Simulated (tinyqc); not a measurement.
Yield over energy: physical sputtering: collision-cascade yield, angular dependence, faceting and resputtering in deposition. Computed by tinyqc, a small Python program. Command: `OMP_NUM_THREADS=1 python tinyqc.py 3021751 3021752 out.jsonl sputter walk`. One thread of a shared host (Intel(R) Xeon(R) Processor @ 2.30GHz), about 0.01 s of CPU time with the checks.

Ions start collision cascades; atoms that reach the surface with more than U leave. The target is amorphous or fine-grained.

Inputs (values chosen for the exercise, modelled on krypton ions on cobalt): ion Z1 = 36; ion mass M1 = 83.8 u; target Z2 = 27; target mass M2 = 58.9 u; surface binding energy U = 4.39 eV; target density N = 90.9 1/nm^3; fit factor Q = 0.9; ion energy E = 6400 eV; current density J = 2.5 mA/cm^2.

Constants: e = 1.602176634e-19 C.

Method. gamma = 4 M1 M2/(M1 + M2)^2; threshold E_th = 6.7 U/gamma for M1 >= M2, else U (1 + 5.7 M1/M2)/gamma. eps = 0.03255 M2 E/(Z1 Z2 (M1 + M2) z), z = (Z1^(2/3) + Z2^(2/3))^(1/2), E in eV; s_n = 3.441 sqrt(eps) ln(eps + 2.718)/(1 + 6.355 sqrt(eps) + eps (6.882 sqrt(eps) - 1.708)); S_n = 84.78 Z1 Z2 M1 s_n/((M1 + M2) z) in eV angstrom^2; alpha = 0.249 (M2/M1)^0.56 + 0.0035 (M2/M1)^1.5 for M1 <= M2, else 0.0875 (M2/M1)^(-0.15) + 0.165 M2/M1; Y0 = 0.042 Q alpha S_n/U [1 - sqrt(E_th/E)]^2.5 (the electronic-loss factor of the full formula is dropped). Erosion rate = Y0 J/(e N); 1 cm^2 = 1e14 nm^2.

threshold E_th = 30.3367 eV

Normal incidence:
```
E (eV)         eps  S_n (eV angstrom^2)          Y0  Y0 per keV
50      1.5491e-04                430.6  1.7740e-02      0.3548
100     3.0983e-04                591.2  1.4335e-01      1.4335
200     6.1965e-04                803.0  4.1932e-01      2.0966
300     9.2948e-04                954.6  6.5743e-01      2.1914
500     1.5491e-03               1177.8  1.0414e+00      2.0827
1000    3.0983e-03               1541.0  1.7123e+00      1.7123
2000    6.1965e-03               1972.2  2.5458e+00      1.2729
5000    1.5491e-02               2627.8  3.8468e+00      0.7694
10000   3.0983e-02               3158.9  4.9157e+00      0.4916
30000   9.2948e-02               3955.0  6.5406e+00      0.2180
100000  3.0983e-01               4430.6  7.6023e+00      0.0760
```

What follows from these numbers?

The yield per keV peaks at 300 eV among these rows, 10 times the threshold, the most economical range for removing atoms. Y0 varies as E^3.01 between the first rows and as E^0.12 at the end, where nuclear stopping is flattening. Caution: the electronic-loss factor, dropped here, would lower the yields at the highest energies slightly.

Extremes, crossings and ranges named in words are read from the listed rows.
